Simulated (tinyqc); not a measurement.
Froehlich polaron in a polar crystal: one step, computed by the program tinyqc.

One electron in a parabolic band of mass m*, coupled to dispersionless LO phonons in the continuum model. Energies are in units of hbar omega unless marked, wave numbers in k_0 = sqrt(2 m* omega/hbar).

Problem. Coupling constant and length scale. 1/eps* = 1/eps_inf - 1/eps_s; k_0 = sqrt(2 m* omega/hbar) = sqrt(m* hbar omega / (hbar^2/(2 m_0))) with m* in m_0; alpha = (e^2/(4 pi eps_0)) k_0/(2 eps* hbar omega); polaron length 1/k_0.

Inputs (values chosen for the exercise, modelled on magnesium oxide): band mass m* = 0.407 m_0; LO phonon energy hbar omega = 89 meV; eps_inf = 3.02; static dielectric constant eps_s = 9.82.

Constants: hbar^2/(2 m_0) = 3.80998212 eV angstrom^2; e^2/(4 pi eps_0) = 14.39964548 eV angstrom.

Give: eps*; k_0; coupling constant alpha; polaron length 1/k_0.

Solution.

eps* = 4.361

k_0 = 0.09751 1/angstrom

coupling constant alpha = 1.809

polaron length 1/k_0 = 10.26 angstrom

Intermediate coupling.
